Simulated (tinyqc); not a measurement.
# From recoil-free fraction f back to Debye temperature Theta

Model: thermal displacements in the Debye model: Debye-Waller factors, bond-length spread and the Lindemann rule. Computed by tinyqc, a small Python program. Command: `OMP_NUM_THREADS=1 python tinyqc.py 3001515 3001516 out.jsonl debyewaller inv`. One thread of a shared host (Intel(R) Xeon(R) Processor @ 2.30GHz), about 0.01 s of CPU time with the checks.

A Debye spectrum with three branches of one velocity, cut at k_B Theta; 2 atoms per cube, nearest neighbours at d = 0.866025 a.

Inputs (values chosen for the exercise, modelled on iron): atomic mass M = 55.85 u; temperature T = 300 K; gamma-ray energy E = 67.4 keV.

Structure: bcc.

Constants: hbar^2/u = 4.18015928e-03 eV angstrom^2; k_B = 8.617333262e-05 eV/K; e = 1.602176634e-19 C; u = 1.6605390666e-27 kg; c = 299792458 m/s; hbar = 6.582119569e-16 eV s.

Method:
- <u_x^2> = (3 hbar^2/(2 M k_B Theta)) int_0^1 s coth(s Theta/(2T)) ds (64 Gauss-Legendre points); it tends to 3 hbar^2/(4 M k_B Theta) at T = 0 and to 3 hbar^2 T/(M k_B Theta^2) at high T.
- B = 8 pi^2 <u_x^2>.
- A nucleus of this mass is supposed to emit a gamma ray of the energy chosen: recoil energy E_R = E^2/(2 M c^2), wave number k_g = E/(hbar c), recoil-free fraction f = exp(-k_g^2 <u_x^2>).

Problem. A run gave the result below. Find the Debye temperature Theta, known to lie between 250 and 780 K.

recoil-free fraction f = 0.006599437

Solution.

Each step takes the trial c = (a f_b - b f_a)/(f_b - f_a), f being the result less the target and a, b, c the logarithms of the listed values; c replaces end b, the old b replaces a if the sign of f changed, and otherwise f_a is halved.

Scan of the range:
```
Debye temperature Theta (K)  recoil-free fraction f
250                                     3.47935e-07
302                                     3.43801e-05
365                                     8.06476e-04
442                                     7.12819e-03
534                                     3.10799e-02
645                                     8.53039e-02
780                                     1.71467e-01
```

False position (Illinois rule, in the logarithm of the input) inside the bracket:
```
step    end a    end b    trial  recoil-free fraction f
1     365.000  442.000  434.980              0.00612260
2     442.000  434.980  438.295              0.00658439
3     442.000  438.295  438.493              0.00661281
4     438.295  438.493  438.400              0.00659942
5     438.493  438.400  438.400              0.00659944
6     438.493  438.400  438.400              0.00659944
7     438.400  438.400  438.400              0.00659944
```

Recoil-free fraction f rises at every point of a 13-point scan of the range (every second point is shown), so one value fits; it is bracketed by 365 and 442. Answer: Debye temperature Theta = 438.4 K.
